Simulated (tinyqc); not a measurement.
Floating body of a partially depleted SOI transistor: body voltage and kink: output curve and kink.

Source at 0 V. Channel current Ic = 2 nf K Vt^2 [F(0) - F(Vd)](1 + la Vd), F(V) = ln^2(1 + exp((Vg - VT - nf V)/(2 nf Vt))), VT = VT0 - gb Vb. Saturation voltage Vs = 2 Vt sqrt(F(0)) + 3 Vt, excess Ve = (Vd - Vs + sqrt((Vd - Vs)^2 + 0.0004 V^2))/2, multiplication M1 = Ai Ve exp(-Bl/Ve). Each junction passes D(v) = J1 (exp(v/Vt) - 1) + J2 (exp(v/(2 Vt)) - 1). Bipolar current Ib = bb J1 (exp(Vb/Vt) - 1). The body settles where M1 (Ic + Ib) = D(Vb) + D(Vb - Vd) + Vb/Rb; drain current Id = (1 + M1)(Ic + Ib) - D(Vb - Vd).

Rows with more than one solution for Vb (latch) are left out; dId/dVd by a forward difference over 1e-4 V, swing = 1e-4 V over the change of log10 Id; M1 under 1e-12 is printed as 0.

Parameters, values chosen for the exercise; values of the order met in partially depleted silicon-on-insulator transistors: temperature T = 300 K; threshold at zero body voltage VT0 = 0.41 V; fall of the threshold per volt of body voltage gb = 0.34; slope factor nf = 1.44; gain factor per width K = 280 uA/(V^2 um); channel-length modulation factor la = 0.03 1/V; impact-ionisation prefactor Ai = 2.45 1/V; impact-ionisation voltage Bl = 7.8 V; diffusion saturation current of each junction J1 = 4.3e-12 uA/um; recombination saturation current of each junction J2 = 6.4e-8 uA/um; gain of the lateral bipolar transistor on the diffusion current bb = 0.5; resistance of a weak body tie to the source (1e9 stands for no tie, and the term is then dropped) Rb = 1e9 kohm um; gate voltage Vg = 0.73 V.

Constants: q = 1.602176634e-19 C, kB = 1.380649e-23 J/K, Vt = kB T/q. Results are converted to the units shown.

Result of one run:
```
Vd (V),Vb (V),M1,"Id, floating (uA/um)","Id, grounded (uA/um)",ratio,"dId/dVd, floating (uS/um)","dId/dVd, grounded (uS/um)"
1.4,0.5694,7.358e-4,26.76,10.46,2.557,10.35,0.4732
```

What becomes of these results when the drain voltage Vd is changed from 1.4 to 2.2 V, all else the same?

Result of the changed run:
```
Vd (V),Vb (V),M1,"Id, floating (uA/um)","Id, grounded (uA/um)",ratio,"dId/dVd, floating (uS/um)","dId/dVd, grounded (uS/um)"
2.2,0.6874,0.04787,34.10,11.50,2.966,11.95,2.524
```

The whole series:
```
Vd (V),Vb (V),M1,"Id, floating (uA/um)","Id, grounded (uA/um)",ratio,"dId/dVd, floating (uS/um)","dId/dVd, grounded (uS/um)"
1,0.3699,4.463e-6,19.92,10.32,1.930,28.12,0.3050
1.2,0.5011,8.919e-5,24.23,10.38,2.334,15.79,0.3429
1.4,0.5694,7.358e-4,26.76,10.46,2.557,10.35,0.4732
1.6,0.6130,0.003314,28.59,10.58,2.702,8.393,0.7486
1.8,0.6443,0.01014,30.23,10.77,2.806,8.230,1.190
2,0.6683,0.02406,31.98,11.07,2.889,9.461,1.791
2.2,0.6874,0.04787,34.10,11.50,2.966,11.95,2.524
```

Vb rises from 0.370 to 0.687 V and the ratio of the currents rises from 1.93 to 2.97. The output conductance with a floating body exceeds the grounded value by the largest factor among the rows, 92.2, at Vd = 1 V, where Vb = 0.370 V and M1 = 4.46e-6.

Range of the model: The multiplication law is an empirical form chosen for the exercise; self-heating and capacitive coupling to the body are left out, and the linear laws are rough once Vb passes about 0.7 V or M1 about 0.1.

tinyqc, about 0.2 s, one thread, Intel Xeon 2.30GHz (shared host): `OMP_NUM_THREADS=1 python tinyqc.py 2182107 2182108 out.jsonl`
